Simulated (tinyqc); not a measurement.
Capacitances against the distance to each plane.

Endless row of lines of width wl, height tl and space sl between grounded planes at distance hd; e2 fills the gaps beside the lines, e1 the rest. Laplace's equation is solved on meshes of 3, 6 and 12 steps per unit u and extrapolated (Aitken), which is good to about 0.2 %. C_even (all lines at 1 V) is the capacitance Cg to the planes; C_odd (neighbours in antiphase) = Cg + 4 Cc if only nearest neighbours couple, which defines Cc; total with quiet neighbours Cg + 2 Cc. Plate values 2 eps0 e1 wl/hd and eps0 e2 tl/sl.

Inputs (values chosen for the exercise): relative permittivity above and below the lines e1 = 3; relative permittivity between the lines e2 = 2.4; line width, in units u wl = 6 u; line height tl = 10 u; space between lines sl = 4 u.

Constants: eps0 = 8.8541878128e-12 F/m. Results are converted to the units shown.

The same in every row: plate Cc (aF/um) = 53.1.

Results:
columns A: hd (u); B: Cg (aF/um); C: Cc (aF/um); D: Cg + 2 Cc (aF/um); E: C_odd (aF/um); F: plate Cg (aF/um); G: share of coupling, 2 Cc/(Cg + 2 Cc) (%)
```
A      B     C    D    E     F     G
2    232  49.5  331  430   159  29.8
3    161  54.8  271  381   106  40.5
4    124  59.1  242  360  79.7  48.9
6   84.3  65.2  215  345  53.1  60.7
8   64.0  69.3  203  341  39.8  68.4
10  51.6  72.2  196  340  31.9  73.7
```

Estimate the missing row, hd = 5 u.

Computed row:
columns A: hd (u); B: Cg (aF/um); C: Cc (aF/um); D: Cg + 2 Cc (aF/um); E: C_odd (aF/um); F: plate Cg (aF/um); G: share of coupling, 2 Cc/(Cg + 2 Cc) (%)
```
A    B     C    D    E     F     G
5  100  62.5  225  350  63.8  55.5
```

With this row back in the table: As hd goes from 2 to 10, Cg falls from 232 to 51.6 aF/um, Cc rises from 49.5 to 72.2 aF/um and the share of coupling rises from 29.8 to 73.7 %. Cg is 1.46 times its plate value in the first row and 1.62 times in the last; for Cc the ratios are 0.931 and 1.36. Neighbours in antiphase raise the load by a factor of 1.30 and 1.74 over quiet ones. For hd = 10 the planes are farther than 0.8 of the pitch, so second neighbours couple too and Cg + 2 Cc understates the quiet load by a per cent or more.

tinyqc, about 0.8 s, one thread, Intel Xeon 2.30GHz (shared host): `OMP_NUM_THREADS=1 python tinyqc.py 2790155 2790156 out.jsonl`
